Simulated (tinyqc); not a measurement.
Finite line against the semi-infinite law: electromigration in a confined line: Blech product, Korhonen stress evolution and Black's law. Computed by tinyqc, a small Python program. Command: `OMP_NUM_THREADS=1 python tinyqc.py 3028710 3028711 out.jsonl emigr walk`. One thread of a shared host (Intel(R) Xeon(R) Processor @ 2.30GHz), about 0.01 s of CPU time with the checks.

The electron wind pushes atoms from the cathode (x = 0) to the anode (x = L); blocking ends build a back stress (tension positive). The input rho is taken not to change with temperature. d sigma/dt = d/dx [kappa (d sigma/dx + G)], with zero flux at both ends and sigma = sigma_0 at t = 0.

Inputs (values chosen for the exercise, close to those used for aluminium lines):

| quantity | value | unit |
|---|---|---|
| resistivity rho | 3.43 | micro-ohm cm |
| atomic volume Omega | 16.6 | angstrom^3 |
| effective charge number Z* | 7.8 | - |
| prefactor D0 | 5.5e-08 | m^2/s |
| activation energy E | 0.683 | eV |
| effective modulus B | 43 | GPa |
| critical stress sigma_c | 310 | MPa |
| initial stress sigma_0 | 120 | MPa |
| current density j | 0.99 | MA/cm^2 |
| line length L | 90 | um |
| test temperature T | 350 | C |

Start: thermal stress.

Constants: e = 1.602176634e-19 C; k_B = 8.617333262e-05 eV/K; k_B = 1.380649e-23 J/K.

Method:
- G = Z* e rho j/Omega; D = D0 exp(-E/(k_B T)); kappa = D B Omega/(k_B T); drift velocity of an unconfined line v = D Z* e rho j/(k_B T). SI: 1 micro-ohm cm = 1e-8 ohm m, 1 MA/cm^2 = 1e10 A/m^2.
- Temperatures in kelvin are T(C) + 273.15.
- At steady state sigma(x) = sigma_0 + G (L/2 - x). A void forms only if the cathode stress reaches sigma_c, that is if j L exceeds (j L)_c = 2 Omega (sigma_c - sigma_0)/(Z* e rho). Time scale tau = L^2/kappa.
- sigma(x, t) = sigma_0 + G L [1/2 - x/L - 4 sum_(m odd) cos(m pi x/L) exp(-m^2 pi^2 s)/(m pi)^2], s = t/tau, summed to m = 399.
- Semi-infinite line: sigma(0, t) = sigma_0 + 2 G L sqrt(s/pi). One-term form: keep m = 1 alone.

tau = 0.164717 h

stress gradient G = 25.5638 MPa/um

Cathode stress (MPa):

| s | t (h) | full series | semi-infinite | one term |
|---|---|---|---|---|
| 0.002 | 3.2943e-04 | 236.1 | 236.1 | 356.1 |
| 0.005 | 8.2359e-04 | 303.6 | 303.6 | 382.8 |
| 0.01 | 1.6472e-03 | 379.6 | 379.6 | 425.5 |
| 0.02 | 3.2943e-03 | 487.1 | 487.1 | 504.9 |
| 0.05 | 8.2359e-03 | 699.9 | 700.5 | 701.1 |
| 0.1 | 1.6472e-02 | 922.8 | 941.0 | 922.8 |
| 0.2 | 3.2943e-02 | 1140.8 | 1281.0 | 1140.8 |
| 0.4 | 6.5887e-02 | 1252.4 | 1761.9 | 1252.4 |
| 0.8 | 1.3177e-01 | 1270.0 | 2442.0 | 1270.0 |

What follows from these numbers?

Among these rows the semi-infinite law holds to 1 % up to s = 0.05 and the one-term form from s = 0.05 on: the far end is felt once sqrt(kappa t) is no longer small against L, and by then the terms with m > 1 have nearly died out. The critical stress 310 MPa is passed between s = 0.005 and 0.01. Caution: rows beyond sigma_c are formal, since a void ends the model there.
